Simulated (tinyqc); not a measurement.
Gupta-type many-body potential for a metal. From one set of inputs to another, one input at a time. Computed by tinyqc, a small Python program. Command: `OMP_NUM_THREADS=1 python tinyqc.py 3002524 3002525 out.jsonl gupta ladder`. One thread of a shared host (Intel(R) Xeon(R) Processor @ 2.30GHz), about 0.03 s of CPU time with the checks.

E_i = sum_j A exp(-p (r_ij/r0 - 1)) - xi rho_i^gamma, with rho_i = sum_j exp(-2 q (r_ij/r0 - 1)); gamma = 1/2 is the tight-binding second-moment form. The crystal is fcc unless stated; d is the neighbour distance and a fixed number of shells is kept.

The inputs printed are set A. Inputs not listed in the table keep their values of set A, so the rows need not describe a real material.

Inputs (values chosen for the exercise, for a model metal):
```
quantity                   value      unit
repulsion A               0.0384        eV
hopping xi                 0.851        eV
decay p                     16.6         -
decay q                     1.21         -
reference distance r0      2.491  angstrom
shells kept                    3         -
embedding exponent gamma    0.55         -
```

Surface: (100).

Constants: 1 eV/angstrom^3 = 160.2176634 GPa; 1 eV/angstrom^2 = 16.02176634 J/m^2.

Method:
- fcc shells: d sqrt(k), k = 1..5, with 12, 6, 24, 12, 24 atoms; Omega = d^3/sqrt2.
- Equilibrium: dE/dd = 0; B = d^2 E''(d)/(9 Omega).
- Second derivatives of E/Omega at equilibrium under homogeneous strain: e_xx = h gives C11; e_xx = -e_yy = h gives 2 (C11 - C12); e_xy = e_yx = h/2 gives C44.
- Cut the crystal without relaxation; an atom in layer l keeps the neighbours that lie below the surface plane. Excess = E_i + E_c. Surface energy = sum of excesses over the layers, divided by the area per surface atom: (sqrt3/2) d^2 for (111), d^2 for (100), sqrt2 d^2 for (110).

Each row keeps all changes above it:
```
input moved                         from     to  bulk modulus B (GPa)  surface energy (J/m^2)  Cauchy pressure C12 - C44 (GPa)
set A                                  -      -                 160.2                   2.220                            14.28
decay p                             16.6   10.9                 110.7                   2.388                            16.11
repulsion A (eV)                  0.0384  0.104                  82.0                   1.577                            11.67
decay q                             1.21   3.07                 132.7                   0.783                            51.18
hopping xi (eV)                    0.851   1.21                 234.3                   1.454                            91.07
embedding exponent gamma            0.55    0.5                 170.6                   1.002                            70.27
reference distance r0 (angstrom)   2.491  2.889                 109.3                   0.745                            45.04
```

Which inputs carry the difference?

Bulk modulus B goes from 160 to 109, a factor 0.682 in all. The largest single move comes from hopping xi (a factor 1.77), but it runs against the net change; the largest move in the direction of the net change is reference distance r0 (a factor 0.641). Surface energy goes from 2.22 to 0.745, a factor 0.336 in all. The largest single move comes from decay q (a factor 0.497), and hopping xi works against it (a factor 1.86). Cauchy pressure C12 - C44 goes from 14.3 to 45.0, a factor 3.15 in all. The largest single move comes from decay q (a factor 4.39), and reference distance r0 works against it (a factor 0.641). The single moves hold for this order of the switches; the total does not depend on the order.

Extremes, crossings and ranges named in words are read from the listed rows.
